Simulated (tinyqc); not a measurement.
# Kinetics of strain relaxation and threading dislocations in mismatched semiconductor layers, step by step

A worked calculation. Computed by tinyqc, a small Python program that keeps every step. Command: `OMP_NUM_THREADS=1 python tinyqc.py 3030638 3030639 out.jsonl threading walk`. One thread of a shared host (Intel(R) Xeon(R) Processor @ 2.30GHz), about 0.01 s of CPU time with the checks. Intermediate numbers are printed to about 6 digits and carried at full precision; extremes and crossings named in words are read from the listed rows.

60-degree dislocations on {111} planes of a (001) layer, isotropic elasticity. The Schmid factor is 1/sqrt(6), and a misfit segment relieves strain with b/2.

Inputs (values chosen for the exercise, modelled on Ge on Si):

| quantity | value | unit |
|---|---|---|
| misfit f | 0.0435 | - |
| shear modulus G | 54.1 | GPa |
| Poisson ratio nu | 0.26 | - |
| Burgers vector b | 4 | angstrom |
| glide activation energy Q | 1.59 | eV |
| velocity prefactor v0 | 26000 | m/s per MPa |
| layer thickness h | 11 | nm |
| anneal temperature T | 607 | K |
| anneal time t | 180 | s |
| initial thread density rho_0 | 680000 | 1/cm^2 |
| multiplication constant delta | 16000 | 1/m |
| grading rate (misfit per thickness) R_f | 0.0074 | 1/micrometre |
| growth temperature of the buffer T_g | 640 | K |
| growth rate R_g | 3.9 | nm/s |
| reaction radius r_A | 30 | nm |
| final thickness of a thick uniform layer H | 0.35 | micrometre |
| aspect ratio of a trench | 2 | - |

Sources: multiplication.

Constants: k_B = 8.617333262e-05 eV/K.

## Excess stress and glide velocity at the start

Excess resolved stress tau = (1/sqrt 6) [2 G (1 + nu)/(1 - nu)] (e - e_eq), e_eq = b (1 - nu/4) [ln(h/b) + 1]/(4 pi (1 + nu) h), the Matthews-Blakeslee strain of an uncapped layer; glide velocity v = v0 tau exp(-Q/(k_B T)), tau in MPa.

equilibrium strain e_eq = 0.00926397

excess stress tau = 2574.98 MPa

mobility v/tau = 1.63522e-09 m/s per MPa

initial velocity = 4.21067 micrometre/s

The layer carries 4.7 times its equilibrium strain. In the anneal time a thread would run 760 micrometre at this speed. Caution: at stresses above about 1 GPa the linear velocity law understates glide, as stress lowers the kink barrier. Caution: at such misfit the layer islands and relaxes during the first nanometres, so a uniform strained start is an idealisation.

## Relaxation in the anneal

Threads run in two directions, so de/dt = -(b/4) rho v, and they multiply as d rho/dt = delta rho v. With x = e - e_eq, x0 = f - e_eq (fully strained at t = 0) and v = m S x (m the mobility, S x = tau): rho = rho_0 + (4 delta/b)(x0 - x), so dx/dt = -k x (a - x), k = delta m S, a = x0 + b rho_0/(4 delta): a logistic law, x = a/[1 + (a/x0 - 1) exp(k a t)]. The half time is that at which x = x0/2.

strain left e = 0.00941058

share of the excess strain relieved = 99.5718 %

thread density = 5.46111e+08 1/cm^2

half time = 99.2376 s

The layer has reached its equilibrium strain. The misfit lines laid down are 0.0059 micrometre apart. Caution: blocking of threads by crossing misfit lines, left out here, leaves real layers with more strain.

## Anneal temperature

The formulas are those given above.

After the time t:

| T (K) | first velocity (micrometre/s) | relieved (%) | threads (1/cm^2) | half time (s) |
|---|---|---|---|---|
| 518 | 2.27069e-02 | 8.38910e-03 | 7.25953e+05 | 1.84022e+04 |
| 536 | 7.51033e-02 | 2.99710e-02 | 8.44174e+05 | 5.56376e+03 |
| 558 | 2.91802e-01 | 1.63354e-01 | 1.57481e+06 | 1.43199e+03 |
| 575 | 7.75648e-01 | 1.02610e+00 | 6.30072e+06 | 5.38719e+02 |
| 595 | 2.28089e+00 | 4.70773e+01 | 2.58558e+08 | 1.83199e+02 |
| 609 | 4.65271e+00 | 9.98799e+01 | 5.47799e+08 | 8.98094e+01 |
| 628 | 1.16359e+01 | 1.00000e+02 | 5.48456e+08 | 3.59111e+01 |
| 659 | 4.63489e+01 | 1.00000e+02 | 5.48456e+08 | 9.01546e+00 |

The half time follows exp(Q/(k_B T)), a decade for each 44 K near 595 K. Relief goes from 1.0 % at 575 K to 99.9 % at 609 K: with multiplication the onset is abrupt, after an incubation in which threads breed, and the final density is set by delta, not by rho_0. Caution: rows with more than 50 % relieved leave out blocking by crossing misfit lines, which slows real layers.

## Graded buffer

In steady grading, strain is fed at R_f R_g and relieved at (b/4) rho v. As a glide-limited estimate, the driving stress is taken as the mean stress of the strained top zone, whose depth z solves R_f z/2 = e_eq(z), with strain R_f z at the surface; tau_g = S R_f z/2 is its mean; then rho = 4 R_f R_g/(b m tau_g), m = v0 exp(-Q/(k_B T_g)), S = (1/sqrt 6) 2 G (1 + nu)/(1 - nu), e_eq(z) = b (1 - nu/4) [ln(z/b) + 1]/(4 pi (1 + nu) z).

depth z of the strained zone = 215.734 nm

stress tau_g = 60.0359 MPa

thread density of the buffer = 6.13213e+07 1/cm^2

buffer thickness f/R_f = 5.87838 micrometre

Raising T_g by 50 K would lower this density by a factor 8.1: fast glide lets few threads do the work.

## Thick uniform layer and trapping in a trench

A separate case, a thick relaxed layer. Pair reactions during growth: d rho/dh = -K rho^2 with K = 2 r_A tan(psi) and threads inclined by psi = 45 degrees (the <110> lines of {111} planes), so rho = 1/(K H) for a layer that starts with far more threads than that, as highly mismatched layers do. In a trench along [110] a thread on {111} rises at 54.74 degrees across the width, and leaves through the wall below the height w tan(54.74 degrees) = sqrt(2) w; the share of threads, evenly spread over the floor, that reach the top is max(0, 1 - a/sqrt 2) for the aspect ratio a.

thread density at H = 4.76190e+09 1/cm^2

share that reaches the top = 0

The trench traps all threads that cross it; those that run along it are not trapped. Thickness alone needs 1700 micrometre for 1e6 /cm^2.

Checks made by the program: strain against numerical integration (relative difference below 1e-10).
